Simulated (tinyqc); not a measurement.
Inside a calculation: Gamma, L and X subbands of a thin body with non-parabolic valleys. Values are carried at full precision from step to step, so a last printed digit may differ when a step is redone from the rounded ones.

Hard walls, flat band, c = hbar^2/2m0, energies from the bulk Gamma edge. For a valley at angle theta to the normal 1/m_z = cos^2/ml + sin^2/mt and m_d = sqrt(ml mt^2/m_z). Subband n starts at E_v + e with e (1 + a e) = c (n pi/t)^2/m_z, and its density-of-states mass is taken as m_d (1 + 2 a e), without further growth at higher in-plane energy. Groups are named by valley and degeneracy.

Constants: hbar^2/2m0 = 3.80998211 eV angstrom^2; kB = 8.617333262e-05 eV/K.

Parameters, chosen for this exercise (near those of a thin GaAs channel; not measured data): face = 111 (surface); mG = 0.0677 m0 (Gamma mass); aG = 0.57 1/eV (Gamma non-parabolicity); EL = 0.269 eV (L edge above Gamma); mL = (1.855, 0.076) m0 (L valleys (four, along <111>): ml, mt); EX = 0.484 eV (X edge above Gamma); mX = (1.28, 0.237) m0 (X valleys (three, along <100>): ml, mt); aS = 0.37 1/eV (non-parabolicity of L and X); t = 32 angstrom (body thickness); Ns = 2.9 x 1e12/cm^2 (sheet density); T = 300 K (temperature); eot = 14 angstrom (equivalent oxide thickness).

## Valley groups

List degeneracy, edge, m_z, m_d and a.

Groups:
```
group  g  E_v (eV)     m_z     m_d  a (1/eV)
G1     1     0.000  0.0677  0.0677      0.57
L1     1     0.269  1.8550  0.0760      0.37
L3     3     0.269  0.0851  0.3549      0.37
X3     3     0.484  0.3254  0.4701      0.37
```

## Subband edges

n = 1 to 8 for each group; list the ten lowest.

Subbands:
```
subband  g  E (eV)  DOS mass
L1 n=1   1  0.2887    0.0771
L1 n=2   1  0.3460    0.0803
G1 n=1   1  0.4347    0.1012
L1 n=3   1  0.4368    0.0854
L1 n=4   1  0.5554    0.0921
X3 n=1   3  0.5925    0.5078
L3 n=1   3  0.6476    0.4543
L1 n=5   1  0.6963    0.1000
L1 n=6   1  0.8547    0.1089
X3 n=2   3  0.8780    0.6071
```

The lowest subband is L1 n=1, 57 meV below L1 n=2; in the bulk the lowest valley is Gamma.

## Filling and quantum capacitance

n_i = g m/(2 pi c) kB T ln(1 + exp((EF - E_i)/kB T)), sum n_i = Ns (1e12/cm^2 = 1e-4/angstrom^2), c = hbar^2/2m0. Quantum capacitance Cq = 1602.176634 sum g m/(2 pi c) f_i in microfarad/cm^2 with f_i = 1/(1 + exp((E_i - EF)/kB T)); Cox = 34.5313/eot (one gate); C/Cox = Cq/(Cq + Cox), the centroid term left out.

Over the ten listed subbands, named by valley (G, L, X), degeneracy and number.

EF = 0.3521 eV

n_i in the order of the list (1e12/cm^2): 2.111  0.709  0.044  0.034  0.000  0.002  0.000  0.000  0.000  0.000

Cq = 8.24 microfarad/cm^2
Cox = 2.467 microfarad/cm^2
C/Cox = 0.770

EF lies 63 meV above the lowest edge; Gamma holds 2 % of the electrons. The low density of states costs 23 % of the gate capacitance.

## Checks

- Cq against the slope dNs/dEF by finite differences, microfarad/cm^2: both 8.24.

Program tinyqc; command `OMP_NUM_THREADS=1 python tinyqc.py 1250497 1250498 out.jsonl`; about 0.05 s on one thread of a shared Intel(R) Xeon(R) Processor @ 2.30GHz.
